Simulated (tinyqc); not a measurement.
Sub-threshold conduction and electro-thermal threshold of an amorphous chalcogenide: the S-shaped curve.

Trap-limited conduction: I = I0 exp(-Ea/kB T) sinh(q V dz/(2 ua kB T)), I0 = 2 q A Nt dz/ta. One lumped temperature T = T0 + Rt I V. The threshold is the largest V for which a steady state exists on the low-current branch.

For each T, V solves Rt I(V, T) V = T - T0.

Parameters, values chosen for the exercise; values of the order of Ge-Sb-Te and related chalcogenides: ambient temperature T0 = 330 K; cross-section A = 880 nm^2; amorphous thickness ua = 42 nm; distance between traps dz = 4.6 nm; activation energy Ea = 0.37 eV; trap density Nt = 3.4e19 cm^-3; attempt time ta = 2e-14 s; thermal resistance Rt = 4.5 K/uW.

Constants: q = 1.602176634e-19 C, kB = 1.380649e-23 J/K. Results are converted to the units shown.

Result of one run:

| T (K) | V (V) | I (uA) | V/I (kohm) |
|---|---|---|---|
| 669 | 2.8382 | 26.543 | 106.93 |

What becomes of these results when the cell temperature T is changed from 669 to 406 K, all else the same?

Result of the changed run:

| T (K) | V (V) | I (uA) | V/I (kohm) |
|---|---|---|---|
| 406 | 3.3202 | 5.0868 | 652.71 |

The whole series:

| T (K) | V (V) | I (uA) | V/I (kohm) |
|---|---|---|---|
| 333 | 2.4119 | 0.27641 | 8725.8 |
| 338 | 2.7907 | 0.63704 | 4380.7 |
| 349 | 3.0821 | 1.3699 | 2249.9 |
| 368 | 3.2523 | 2.5964 | 1252.6 |
| 387 | 3.3080 | 3.8291 | 863.92 |
| 406 | 3.3202 | 5.0868 | 652.71 |
| 443 | 3.2899 | 7.6327 | 431.03 |
| 496 | 3.1977 | 11.536 | 277.19 |
| 571 | 3.0406 | 17.613 | 172.63 |
| 669 | 2.8382 | 26.543 | 106.93 |
| 819 | 2.5751 | 42.198 | 61.025 |

V goes from 2.41 through a maximum of 3.32 (at T = 406 K among the rows listed) to 2.58 V, while I rises from 0.276 to 42.2 uA. The exact threshold is 3.320 V at 405.2 K; beyond it V falls as I rises, a negative differential resistance that a voltage source cannot hold. For T = 496, 571, 669, 819 the layer would crystallise if held at such a temperature.

Range of the model: Purely electronic switching mechanisms, filaments and series resistance are left out.

Numbers from tinyqc (`OMP_NUM_THREADS=1 python tinyqc.py 2490102 2490103 out.jsonl`; about 0.02 s on one thread of a shared Intel Xeon 2.30GHz).
